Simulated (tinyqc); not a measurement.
The basis set: RHF and MP2 along a ladder of basis sets, for H2, spin multiplicity 1. Computed by the program tinyqc with PySCF. Command: `OMP_NUM_THREADS=1 python tinyqc.py 114105 114106 out.jsonl`; one thread of a shared host (Intel(R) Xeon(R) Processor @ 2.60GHz), about 0.6 s.

Geometry (angstrom):

| atom | x | y | z |
|---|---|---|---|
| H | 0.0000 | 0.0000 | 0.0000 |
| H | 0.0000 | 0.0000 | 0.6380 |

Same geometry throughout; the dipole is taken about the origin.

RHF and frozen-core MP2 in a ladder of bases:

| basis | functions | E(RHF) (hartree) | E(MP2 corr) (hartree) | HOMO (eV) | LUMO (eV) | dipole (debye) |
|---|---|---|---|---|---|---|
| sto-3g | 2 | -1.11092 | -0.01094 | -16.955 | 21.444 | 0.000 |
| 3-21g | 4 | -1.11438 | -0.01637 | -17.036 | 7.986 | 0.000 |
| 6-31g | 4 | -1.11917 | -0.01626 | -17.111 | 7.212 | 0.000 |
| 6-31g** | 10 | -1.12326 | -0.02616 | -17.099 | 7.216 | 0.000 |
| cc-pvdz | 10 | -1.11773 | -0.02541 | -17.017 | 5.881 | 0.000 |
| aug-cc-pvdz | 18 | -1.11789 | -0.02631 | -17.031 | 1.703 | 0.000 |
| cc-pvtz | 28 | -1.12474 | -0.03137 | -17.096 | 4.905 | 0.000 |

From cc-pVDZ to cc-pVTZ the RHF energy falls by 7.0 mhartree and the correlation energy by 6.0. If valence correlation converges as X^-3, (27 E(T) - 8 E(D))/19 gives -0.0339 hartree, a rough estimate from such small X that usually falls short; STO-3G holds about 32 % of it. Beyond STO-3G the LUMO moves by 6.3 eV and the HOMO by 0.1 eV; diffuse functions lower the positive LUMO sharply, since an unbound virtual level tracks the most diffuse function.
